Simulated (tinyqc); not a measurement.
## Gate sheet resistance from two finger widths

Question. At low frequency R = Rsh Wf/(3 L) + B/Wf, where B collects the channel and vertical terms. Find Rsh, B and the width of lowest R.

Values chosen for this exercise:

| symbol | value | unit | meaning |
|---|---|---|---|
| L | 1 | um | channel length |

input resistance of single fingers, contacted at one end, of width 1.3 and 4.2 um (ohm): [257.44282, 90.191429]

Answer. R Wf is a straight line in Wf^2; the minimum of R lies where both terms are equal.

Rsh = 8.300 ohm/square
B = 330.0 ohm um
width of lowest R = 10.92 um

tinyqc, about 0.01 s, one thread, Intel Xeon 2.30GHz (shared host): `OMP_NUM_THREADS=1 python tinyqc.py 2262073 2262074 out.jsonl`
